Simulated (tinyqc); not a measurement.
Field length and prefactor from two substrate currents.

Problem. For Em = (Vd - Vdsat)/l, Isub/Id = (Ai/Bi)(Vd - Vdsat) exp(-Bi l/(Vd - Vdsat)), and l = sqrt(3 tox xj). Find l, Ai and xj.

Values chosen for this exercise:

| symbol | value | unit | meaning |
|---|---|---|---|
| tox | 8.9 | nm | oxide thickness |
| Bi | 1.83 | MV/cm | ionisation field |

Isub/Id at Vd - Vdsat = 2.3 and 3.1 V: [0.0447576946, 0.170596338]

Solution. ln[Isub/(Id (Vd - Vdsat))] is linear in 1/(Vd - Vdsat) with slope -Bi l.

l = 50.6 nm
Ai = 2.00e6 1/cm
xj = 96.0 nm

Program tinyqc, `OMP_NUM_THREADS=1 python tinyqc.py 2550043 2550044 out.jsonl`; Intel Xeon 2.30GHz, shared host, one thread, about 0.01 s.
